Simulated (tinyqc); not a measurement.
Inside a calculation. Model: Heisenberg magnet: exchange from energy differences, ordering vector, linear spin waves and ordering temperature. Computed by tinyqc, a small Python program that keeps every step. Command: `OMP_NUM_THREADS=1 python tinyqc.py 3020351 3020352 out.jsonl magnon walk`. One thread of a shared host (Intel(R) Xeon(R) Processor @ 2.30GHz), about 0.09 s of CPU time with the checks. Intermediate numbers are printed to about 5 digits and carried at full precision; extremes and crossings named in words are read from the listed rows.

H = -sum over pairs <ij> J_ij S_i.S_j - K sum_i (S_i^z)^2, each pair once, J > 0 ferromagnetic. First neighbours: 8 at a (0.5, 0.5, 0.5), second: 6 at a (1, 0, 0), with all permutations and signs.

Inputs (values chosen for the exercise, for a model magnet):
```
quantity                 value      unit
exchange J1               5.98       meV
exchange J2                1.9       meV
spin S                       2         -
single-ion anisotropy K   0.21       meV
lattice constant a        3.97  angstrom
mesh divisions n            16         -
temperature T              260         K
```

Lattice: bcc. Order: ferromagnetic.

wave vector q (2 pi/a): 0.27  0.23  0.32

Constants: h x 1 THz = 4.135667696 meV; k_B = 8.617333262e-05 eV/K.

## Energies of ordered states

J(q) = J1 g1(q) + J2 g2(q), g_s(q) = sum over shell s of cos(q.R). A classical spiral or collinear state of wave vector Q has the exchange energy -(S^2/2) J(Q) per site.

States, Q in 2 pi/a:
```
Q                           g1  g2  energy (meV/site)
G (0, 0, 0)         8.0000e+00   6            -118.48
H (1, 0, 0)        -8.0000e+00   6              72.88
N (0.5, 0.5, 0)              0  -2               7.60
P (0.5, 0.5, 0.5)   4.9304e-32  -6              22.80
```

The lowest of these is G (0, 0, 0), 126.080 meV per site below N (0.5, 0.5, 0).

## Back from energy differences to J1 and J2

Subtract the first row of the table from the second and third: dE = -(S^2/2)(dg1 J1 + dg2 J2), two equations for two unknowns, as in mapping total energies onto a spin model.

coefficients:
```
   J1  J2
1  32   0
2  16  16
```

energy differences (meV/site): 191.36  126.08

J1, J2 (meV): 5.98  1.90

## Magnon energy at q

g_s(q) = sum over shell s of cos(q.R), z1 = g1(0). E(q) = S [J(0) - J(q)] + (2S - 1) K, J(q) = J1 g1 + J2 g2. The factor 2S - 1 removes the anisotropy for S = 1/2.

g1(q) = 2.1264

g2(q) = -0.85156

E(q) = 96.914 meV

frequency = 23.434 THz

## Long waves and the gap

sum R_x^2 over the shells is s1 = 2 a^2 and s2 = 2 a^2. E = gap + D q^2 with D = (S/2)(J1 s1 + J2 s2) and gap = (2S - 1) K.

stiffness D = 248.39 meV angstrom^2

gap = 0.63 meV

## Dispersion

The formulas are those given above.

Energies (meV); H = (1, 0, 0), N = (0.5, 0.5, 0) in 2 pi/a:
```
line  fraction of the way    E(q)  gap + D q^2
G-H                  0.10    6.76         6.85
G-H                  0.25   36.25        39.52
G-H                  0.50  111.51       156.17
G-H                  0.75  171.57       350.61
G-H                  1.00  191.99       622.81
G-N                  0.10    3.72         3.74
G-N                  0.25   19.09        20.07
G-N                  0.50   63.67        78.40
G-N                  0.75  108.25       175.62
G-N                  1.00  126.71       311.72
```

At the end of the G-H rows the long-wave form is 3.24 times the true energy. At the end of the G-N rows the long-wave form is 2.46 times the true energy. It holds to 5 % in 2 of the ten rows; nearer the zone boundary the cosine flattens the band.

## Loss of moment

Mesh: q = sum_i (m_i + 1/2)/n b_i, m_i = 0..n-1, b = [[0, 1, 1], [1, 0, 1], [1, 1, 0]] in 2 pi/a; <..> is the mean over the mesh. n = 1/(exp(E/(k_B T)) - 1); no zero-point loss; thermal loss <n>; moment = S less the losses.

zero-point loss = 0

thermal loss = 0.046900

moment <S^z> = 1.9531

The thermal loss is 2.35 % of S.

## Ordering temperature

K left out. Mean field: k_B T = S (S + 1) J(Q)/3 at the ordering vector Q; random-phase (Tyablikov): k_B T = [S (S + 1)/3] / <1/(J(Q) - J(q))>; Curie-Weiss theta = S (S + 1) J(0)/(3 k_B).

mean-field ordering temperature = 1374.9 K

random-phase ordering temperature = 1052.2 K

Curie-Weiss temperature = 1374.9 K

The random-phase value is 0.77 of mean field, since it weights the soft long waves (a harmonic mean of J(Q) - J(q) in place of the arithmetic one); on this mesh it lies slightly high.

Checks made by the program: the long-wave formula against the dispersion (relative difference 1e-06).
